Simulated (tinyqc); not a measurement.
# Thin-film transistor with exponential tail and deep states, accumulation layer: effects of single changes

An undoped film in accumulation, thicker than the space-charge layer. With band bending psi the Fermi level lies E0 - psi below the band edge. Free electrons n = n0 exp(psi/Vt) carry the current; electrons in two exponential distributions of traps, a = a0 exp(psi/Va) and d = d0 exp(psi/Vp), do not. Linear regime, ohmic contacts, traps in equilibrium.

Values chosen for this exercise; values close to those of amorphous silicon: temperature T = 250 K; relative permittivity of the semiconductor eps_r = 11.8; density of extended states Nc = 5e19 cm^-3; band mobility mb = 7.7 cm^2/(V s); total density of tail states Nt = 1e20 cm^-3; characteristic temperature of the tail Tt = 310 K; total density of deep states Nd = 7.5e17 cm^-3; characteristic temperature of the deep states Td = 1080 K; bulk Fermi level below the band edge E0 = 0.67 eV; gate capacitance Ci = 35 nF/cm^2; ratio W/L WL = 2; drain voltage Vd = 0.05 V; gate voltage above flat band Vg = 7.3 V.

Constants: q = 1.602176634e-19 C, kB = 1.380649e-23 J/K, Vt = kB T/q, eps0 = 8.8541878128e-14 F/cm where lengths are in cm. Results are converted to the units shown.

Each table varies one quantity; the others keep the values above.

## Effect of the total density of tail states

Va = kB Tt/q, Vp = kB Td/q; n0 = Nc exp(-E0/Vt), a0 = Nt th(T/Tt) exp(-E0/Va), d0 = Nd th(T/Td) exp(-E0/Vp), th(x) = pi x/sin(pi x). G(psi) = sum over the three kinds of c0 [V (exp(psi/V) - 1) - psi], field F = sqrt(2 q G/(eps0 eps_r)); Vg = psi + eps0 eps_r F/Ci at the surface. Total charge Q = Ci (Vg - psi_s); free charge Qf = q times the integral of n0 (exp(psi/Vt) - 1)/F over psi from 0 to psi_s; I = (W/L) mb Qf Vd; effective mobility mb Qf/Q.

Effect of the total density of tail states:

| Nt (cm^-3) | E0 - psi_s (eV) | Q (nC/cm^2) | free share (%) | effective mobility (cm^2/(V s)) | I (nA) |
|---|---|---|---|---|---|
| 3.3e18 | 0.05701 | 234.0 | 33.65 | 2.591 | 60.64 |
| 7.7e18 | 0.06609 | 234.4 | 22.03 | 1.696 | 39.75 |
| 1.8e19 | 0.08003 | 234.9 | 11.56 | 0.8900 | 20.90 |
| 4.1e19 | 0.09727 | 235.5 | 5.229 | 0.4026 | 9.479 |
| 9.4e19 | 0.1168 | 236.1 | 2.130 | 0.1640 | 3.872 |
| 2.2e20 | 0.1380 | 236.9 | 0.8056 | 0.06203 | 1.469 |
| 5e20 | 0.1589 | 237.6 | 0.3074 | 0.02367 | 0.5624 |

As Nt goes from 3.3e18 to 5e20 cm^-3, the free share falls from 33.6 to 0.307 %, the distance of the Fermi level from the edge rises from 0.0570 to 0.159 eV and the current falls from 60.6 to 0.562 nA. Q varies by only 1.5 %: the gate sets the charge, the traps decide how much of it moves. In every row the th form, which assumes a Fermi level far below the edge, overcounts the filled tail at the surface by more than 15 %.

## Transfer curve

Same model as above.

The last column is d ln I/d ln Vg.

Result of one run:

| Vg (V) | E0 - psi_s (eV) | Q (nC/cm^2) | free share (%) | effective mobility (cm^2/(V s)) | I (nA) | exponent |
|---|---|---|---|---|---|---|
| 0.29 | 0.5401 | 5.603 | 9.816e-6 | 7.559e-7 | 4.235e-7 | 3.929 |

What becomes of these results when the gate voltage above flat band Vg is changed from 0.29 to 1.3 V, all else the same?

Result of the changed run:

| Vg (V) | E0 - psi_s (eV) | Q (nC/cm^2) | free share (%) | effective mobility (cm^2/(V s)) | I (nA) | exponent |
|---|---|---|---|---|---|---|
| 1.3 | 0.2946 | 32.36 | 0.02299 | 0.001770 | 0.005729 | 7.327 |

The whole series:

| Vg (V) | E0 - psi_s (eV) | Q (nC/cm^2) | free share (%) | effective mobility (cm^2/(V s)) | I (nA) | exponent |
|---|---|---|---|---|---|---|
| 0.29 | 0.5401 | 5.603 | 9.816e-6 | 7.559e-7 | 4.235e-7 | 3.929 |
| 0.48 | 0.4735 | 9.922 | 6.377e-5 | 4.910e-6 | 4.872e-6 | 5.791 |
| 0.78 | 0.3911 | 17.54 | 8.933e-4 | 6.878e-5 | 1.206e-4 | 7.314 |
| 1.3 | 0.2946 | 32.36 | 0.02299 | 0.001770 | 0.005729 | 7.327 |
| 2.1 | 0.2203 | 57.76 | 0.2386 | 0.01838 | 0.1061 | 4.675 |
| 3.4 | 0.1722 | 101.6 | 0.7876 | 0.06065 | 0.6160 | 2.888 |
| 5.5 | 0.1366 | 173.8 | 1.513 | 0.1165 | 2.025 | 2.164 |
| 9 | 0.1055 | 295.2 | 2.357 | 0.1815 | 5.359 | 1.828 |
| 15 | 0.07580 | 504.2 | 3.342 | 0.2574 | 12.98 | 1.653 |

The current rises from 4.23e-7 to 13.0 nA and the free share rises from 9.82e-6 to 3.34 %; the exponent goes from 3.93 through a maximum of 7.33 (at Vg = 1.3 V among the rows listed) to 1.65. If one kind of trap held all the charge, I would go as Q^(2 Tx/T - 1): 7.64 for the deep states, 1.48 for the tail and 1 for free electrons alone. For Vg = 3.4 to 15 V the th form, which assumes a Fermi level far below the edge, overcounts the filled tail at the surface by more than 15 %.

tinyqc, about 0.02 s, one thread, Intel Xeon 2.30GHz (shared host): `OMP_NUM_THREADS=1 python tinyqc.py 2610037 2610038 out.jsonl`
